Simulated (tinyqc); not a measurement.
Ion-assisted plasma etching: sheath, surface coverage, synergy and aspect-ratio dependence: one step, computed by the program tinyqc. Command: `OMP_NUM_THREADS=1 python tinyqc.py 3019469 3019470 out.jsonl etch walk`. One thread of a shared host (Intel(R) Xeon(R) Processor @ 2.30GHz), about 0.07 s of CPU time with the checks.

Radicals adsorb on bare sites; ions remove covered sites with a high yield and bare sites by sputtering; a slow spontaneous reaction acts everywhere, walls included.

Question. Sheath and ion angles. Debye length lambda_D = sqrt(eps_0 T_e/(e n_s)) with n_s = 0.61 n_e, T_e in volts; Child-law sheath d = (sqrt2/3) lambda_D (2 V/T_e)^(3/4); ion energy E = V + T_e/2; angular spread = arctan(sqrt(T_i/E)).

Inputs (values chosen for the exercise, close to those used for silicon in a halogen plasma):

| quantity | value | unit |
|---|---|---|
| plasma density n_e | 1.4e+11 | 1/cm^3 |
| electron temperature T_e | 3.3 | eV |
| sheath voltage V | 450 | V |
| ion temperature T_i | 0.51 | eV |

Feature: round hole.

Constants: eps_0 = 8.8541878128e-12 F/m; e = 1.602176634e-19 C.

Give: Debye length; sheath thickness; ion energy E; angular spread.

Answer.

Debye length = 46.21 um

sheath thickness = 1462 um

ion energy E = 451.65 eV

angular spread = 1.925 degrees
